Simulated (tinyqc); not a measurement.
Composition and strain of an epitaxial Si(1-x)Ge(x) layer from Raman and X-ray peaks: one step, computed by the program tinyqc.

A (001) layer, biaxially strained in the plane. The Raman peaks follow empirical lines omega = w0 + c1 x + c3 x^3 + b eps (c3 for Si-Ge alone), with eps the in-plane strain.

Task: X-ray (004) reflection. Bragg angle theta = arcsin(2 lambda/a) for (004), for the substrate with a_sub and the layer with a_perp; separation in arc seconds.

Inputs (values chosen for the exercise, modelled on silicon-germanium): X-ray wavelength = 1.540598 angstrom.

Substrate: silicon.

substrate constant a_sub = 5.431 angstrom

a_perp = 5.738124 angstrom

Give: theta of the substrate; theta of the layer; separation, layer less substrate.

Result:

theta of the substrate = 34.56 degree

theta of the layer = 32.48 degree

separation, layer less substrate = -7513 arcsec

Caution: strains above 2 % survive only in layers a few nanometres thick, and the linear relations lose accuracy.
